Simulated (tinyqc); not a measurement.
One-dimensional ballistic tunnel FET, two-band WKB: two steps of the calculation.

A p-type source for x < 0 with its Fermi level at 0 and its valence edge at ds; in the channel the bands fall as D exp(-x/lam) towards their flat values, with the conduction edge at Ec = ds - dP and D = dP + Eg. The gate moves dP one to one. The drain Fermi level lies at -Vd and the drain side reflects nothing. For w = E - Ec between 0 and dP an electron crosses the gap. Two-band dispersion with equal masses m: inside the gap kappa = sqrt(m u (1 - u/Eg)/C), u the distance from a band edge, C = hbar^2/(2 m0).

Parameters, values chosen for the exercise; band and dielectric values close to those of indium phosphide: temperature T = 300 K; band gap Eg = 1.36 eV; band-edge mass of the two-band model m = 0.088 m0; screening length of the source junction lam = 1.5 nm; source valence edge above the source Fermi level ds = 0.17 eV; drain bias Vd = 0.3 V; number of degenerate subbands (spin apart) g = 1; tunnelling window Ev(source) - Ec(channel) dP = 0.42 eV; energy above the channel conduction edge w0 = 0.27 eV; cells of the path nc = 9; points of the energy grid nE = 9.

Constants: q = 1.602176634e-19 C, kB = 1.380649e-23 J/K, hbar = 1.054571817e-34 J s, h = 6.62607015e-34 J s, m0 = 9.1093837015e-31 kg, Vt = kB T/q, hbar^2/(2 m0) = 0.0380998212 eV nm^2. Results are converted to the units shown.

Task 1. The path through the gap by the midpoint rule. At w = w0 the path runs from xa = lam ln(D/(w + Eg)) to xb = lam ln(D/w); u(x) = w + Eg - D exp(-x/lam) is the height above the valence edge. Cut it into nc equal cells: S = 2 (cell width) times the sum of kappa at the centres.

Find: xa; xb; x; u; kappa; S.

Result 1.

xa = 0.13205 nm
xb = 2.8289 nm

```
cell,x (nm),u (eV),kappa (1/nm)
0,0.2819,0.1549,0.56312
1,0.5815,0.4220,0.81994
2,0.8812,0.6408,0.88470
3,1.1808,0.8199,0.86721
4,1.4805,0.9666,0.80362
5,1.7801,1.0867,0.71018
6,2.0798,1.1851,0.59331
7,2.3794,1.2657,0.45030
8,2.6791,1.3316,0.25326
```

S = 3.5633

Task 2. Current on a coarse grid. S(w) = 2 lam int_0^Eg kappa(u) du/(w + Eg - u) = 2 pi lam sqrt(m/(C Eg)) [w + Eg/2 - sqrt(w (w + Eg))], T(w) = exp(-S). I = g (2 q^2/h) int_0^dP T(w) [f(E) - f(E + Vd)] dw, E = ds - dP + w, f(x) = 1/(1 + exp(x/Vt)). Simpson's rule on nE equally spaced points.

Find: w; T(w); difference of the f; I.

Result 2.

```
point,w (eV),T(w),difference of the f
0,0.0000,2.359e-4,0.8736
1,0.0525,0.003510,0.9809
2,0.1050,0.008031,0.9939
3,0.1575,0.01382,0.9725
4,0.2100,0.02068,0.8245
5,0.2625,0.02843,0.3814
6,0.3150,0.03691,0.07486
7,0.3675,0.04598,0.01051
8,0.4200,0.05553,0.001392
```

I = 0.2287 uA

Computed by the program tinyqc: `OMP_NUM_THREADS=1 python tinyqc.py 2620113 2620114 out.jsonl`, one thread of a shared Intel Xeon 2.30GHz, about 0.01 s for the whole run.
